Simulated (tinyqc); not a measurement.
## Junction parameters from two forward currents

Inverse problem. D(v) = J1 (exp(v/Vt) - 1) + J2 (exp(v/(2 Vt)) - 1). Find J1, J2 and the voltage 2 Vt ln(J2/J1) near which both parts are equal.

Values chosen for this exercise:
- T = 330 K (temperature)

Constants: q = 1.602176634e-19 C, kB = 1.380649e-23 J/K, Vt = kB T/q. Results are converted to the units shown.

junction voltages (V): 0.26  0.68
currents (uA/um): 3.3150434e-7  0.016545166

Solution. The current is linear in J1 and J2, so two points give two equations.

J1 = 6.600e-13 uA/um
J2 = 3.400e-9 uA/um
crossover = 0.4861 V

Numbers from tinyqc (`OMP_NUM_THREADS=1 python tinyqc.py 2182180 2182181 out.jsonl`; about 0.2 s on one thread of a shared Intel Xeon 2.30GHz).
